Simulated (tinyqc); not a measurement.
Changing the shear strain e_s: valley-orbit splitting of a donor ground state, with strain. Computed by tinyqc, a small Python program. Command: `OMP_NUM_THREADS=1 python tinyqc.py 3012062 3012063 out.jsonl valleyorbit sweep`. One thread of a shared host (Intel(R) Xeon(R) Processor @ 2.30GHz), about 0.01 s of CPU time with the checks.

The basis is the 1s envelope in each valley; energies are counted from the unstrained conduction-band edge. The strain is e_s (a a^T - 1/3) for the unit stress axis a, so valley j along n_j moves by Xi_u e_s w_j with w_j = (n_j.a)^2 - 1/3: +1/3 for [111] and [-1-11], -1/3 for the others.

Inputs (values chosen for the exercise, for a model many-valley semiconductor): single-valley binding energy E_0 = 10.4 meV; central-cell shift Lambda = 1.1 meV; coupling Delta_1 = 0.84 meV; shear deformation potential Xi_u = 16 eV; temperature T = 10 K; donor density N_D = 3.9e+16 cm^-3; density-of-states mass of one valley m_e = 0.215 m_0.

Valleys: four along <111>. Stress axis: [110].

Constants: k_B = 8.617333262e-05 eV/K; m_0 = 9.1093837015e-31 kg; k_B = 1.380649e-23 J/K; h = 6.62607015e-34 J s.

Method:
- H_jj = -(E_0 + Lambda) + Xi_u e_s w_j; H_jk = -Delta_1 between any two valleys.
- Diagonalise H; the ground vector has positive components. The density at the nucleus, and so the contact hyperfine coupling, scales as (sum_j c_j)^2/(number of valleys), which is 1 without strain; the envelopes are held fixed.
- The binding energy is counted from the lowest valley edge, min_j Xi_u e_s w_j; the gap is from the ground state to the next level.
- z = sum over levels of exp(-(E - E_ground)/k_B T), the ground-state share being 1/z; N_c = 2 (2 pi m_e k_B T/h^2)^(3/2) sum_j exp(-(shift_j - lowest shift)/k_B T); n1 = N_c/(2 z) exp(-binding/k_B T), binding = lowest shift - E_ground; without compensation n = 2 N_D/(1 + sqrt(1 + 4 N_D/n1)) (Boltzmann statistics; p and higher states left out).

One run for each value; columns: (1) shear strain e_s; (2) hyperfine ratio A/A_0; (3) binding energy under strain (meV); (4) gap to the first excited state (meV); (5) free electrons n (cm^-3):
```
(1)         (2)    (3)    (4)        (5)
0.00002  0.9990  13.92  3.257  9.826e+12
0.00004  0.9960  13.82  3.160  9.880e+12
0.00008  0.9846  13.65  2.987  1.009e+13
0.00016  0.9458  13.37  2.711  1.078e+13
0.00032  0.8508  13.03  2.368  1.240e+13
0.00063  0.7236  12.74  2.077  1.441e+13
0.00130  0.6177  12.54  1.881  1.597e+13
0.00250  0.5625  12.45  1.785  1.678e+13
0.00500  0.5314  12.39  1.733  1.724e+13
```

Describe and explain the trends.

Over the rows, hyperfine ratio A/A_0 falls from 0.999 to 0.531 (exponent d ln y / d ln x -0.0043 between the first rows and -0.082 between the last); binding energy under strain (meV) falls from 13.9 to 12.4 (exponent d ln y / d ln x -0.010 between the first rows and -0.0061 between the last); gap to the first excited state (meV) falls from 3.26 to 1.73 (exponent d ln y / d ln x between -0.20 and -0.043). Strain moves the ground state into the lowered valleys, so fewer valleys add in phase at the nucleus and less valley-orbit energy is gained.

Caution (all rows): at this donor density neighbouring orbits begin to overlap and the depth shrinks, which a fixed level leaves out.

Extremes, crossings and ranges named in words are read from the listed rows.
